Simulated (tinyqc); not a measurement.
Voltage acceleration of oxide breakdown, four models on the same data: one step of the calculation.

Field E = V/tox in MV/cm. Models: ln(t63/1 s) = a - c X with X = E (E model), -1/E (1/E model), ln V (power law, c the exponent n) or sqrt(E).

Task. Projection to use conditions. Project to Vu, multiply by exp[(Ea q/kB)(1/Tu - 1/Ts)] and by ks; ten years are 3.15576e8 s. The largest voltage for ten years solves the same relation for V.

Values chosen for this exercise:

| symbol | value | unit | meaning |
|---|---|---|---|
| tox | 4.5 | nm | oxide thickness |
| Vu | 2.8 | V | use voltage |
| Ts | 423 | K | stress temperature |
| Tu | 358 | K | use temperature |
| Ea | 0.64 | eV | activation energy |
| ks | 3.9e-6 |  | factor for area and percentile |

Constants: q = 1.602176634e-19 C, kB = 1.380649e-23 J/K. Results are converted to the units shown.

```
model           c           a
E       2.5300043   40.075736
1/E     379.05191  -22.284662
power   31.120980   61.995409
sqrt E  17.768818   71.168524
```

Find: temperature factor; lifetime; largest voltage for ten years.

Result.

temperature factor = 24.236

```
model   lifetime (years)  largest voltage for ten years (V)
E                0.11074                             1.9991
1/E             1.7994e5                             3.3366
power             30.528                             2.9022
sqrt E            1.3652                             2.5541
```

The lifetimes span 6.21 decades, from the E model (most cautious) to the 1/E model; the allowed voltage spans 2.00 to 3.34 V. 2 of the four models pass ten years at Vu. Lifetimes beyond a thousand years are formal extrapolations.

Range of the model: All four laws are empirical fits; none is established far below the stress range.

Program tinyqc, `OMP_NUM_THREADS=1 python tinyqc.py 2070090 2070091 out.jsonl`; Intel Xeon 2.30GHz, shared host, one thread, about 0.01 s.
